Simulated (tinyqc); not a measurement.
Thickness from two neighbouring fringes.

Question. At normal incidence a transparent film with an index between those of air and substrate, taken as constant, has reflectance minima at 2 n1 d = (m + 1/2) lam (small phase shifts at the substrate neglected). Find d and the order m of the shorter wavelength.

Inputs (values chosen for the exercise):
```
symbol,value,unit,meaning
n1,2.407,,index of the transparent film
```

wavelengths of two neighbouring reflectance minima (nm): [477, 550.38462]

Answer. Neighbouring orders differ by one: 2 n1 d (1/lam1 - 1/lam2) = 1.

d = 743 nm
m = 7

tinyqc, about 0.01 s, one thread, Intel Xeon 2.30GHz (shared host): `OMP_NUM_THREADS=1 python tinyqc.py 2870140 2870141 out.jsonl`
